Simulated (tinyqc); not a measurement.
How many bands a k.p model needs: band 5 from Gamma to L: k.p theory built from an empirical-pseudopotential calculation at Gamma.

Empirical pseudopotential on the fcc lattice, atoms at +/- tau, tau = a (1,1,1)/8, no spin-orbit coupling. H(G,G') = c (2 pi/a)^2 |k + G|^2 delta + VS(q) cos(q.tau) + i VA(q) sin(q.tau), q = G - G', c = hbar^2/2m0; k and G in units of 2 pi/a; VS at |q|^2 = 3, 8, 11 and VA at 3, 4, 11, in rydberg, zero elsewhere. The basis is fixed: all 113 G with |G|^2 up to Gcut. Energies are counted from the fourth level at Gamma.

k.p in the lowest n states at Gamma: H_nm = (E_n + c k^2) delta + 2 c k.<n|G|m>, k in 1/angstrom; with all states of the basis it is exact.

Constants: hbar^2/2m0 = 3.80998211 eV angstrom^2; Ry = 13.60569312 eV.

Inputs chosen for the exercise (near those of InP; not measured data):

| symbol | value | unit | meaning |
|---|---|---|---|
| a | 5.873 | angstrom | lattice constant |
| VS | (-0.234, 0.01, 0.061) | Ry | symmetric form factors |
| VA | (0.068, 0.05, 0.011) | Ry | antisymmetric form factors |
| Gcut | 20 | (2 pi/a)^2 | largest \|G\|^2 of the fixed basis |

Band 5 (counted from below) at k = f (0.5, 0.5, 0.5) 2 pi/a; n ends on whole multiplets.

Energies (eV):

| f | n = 8 | n = 15 | n = 27 | n = 113 (exact) |
|---|---|---|---|---|
| 0.000 | 1.590 | 1.590 | 1.590 | 1.590 |
| 0.125 | 2.014 | 2.009 | 2.007 | 2.007 |
| 0.250 | 2.644 | 2.526 | 2.522 | 2.521 |
| 0.375 | 3.185 | 2.657 | 2.646 | 2.642 |
| 0.500 | 3.702 | 2.543 | 2.523 | 2.515 |
| 0.625 | 4.263 | 2.383 | 2.349 | 2.336 |
| 0.750 | 4.901 | 2.255 | 2.204 | 2.183 |
| 0.875 | 5.632 | 2.192 | 2.115 | 2.085 |
| 1.000 | 6.461 | 2.205 | 2.091 | 2.052 |

What can be read from this table?

With n = 8 the band stays within 0.05 eV of the exact one up to f = 0.125 (error at L: +4.409 eV). With n = 15 the band stays within 0.05 eV of the exact one up to f = 0.625 (error at L: +0.153 eV). With n = 27 the band stays within 0.05 eV of the exact one over the whole line (error at L: +0.039 eV). A smaller basis can only raise a level. The exact band has its minimum on these points at f = 0.000; n = 8 puts it at f = 0.000.

(tinyqc, `OMP_NUM_THREADS=1 python tinyqc.py 1080152 1080153 out.jsonl`, Intel(R) Xeon(R) Processor @ 2.30GHz, 1 thread, shared host, about 0.6 s.)
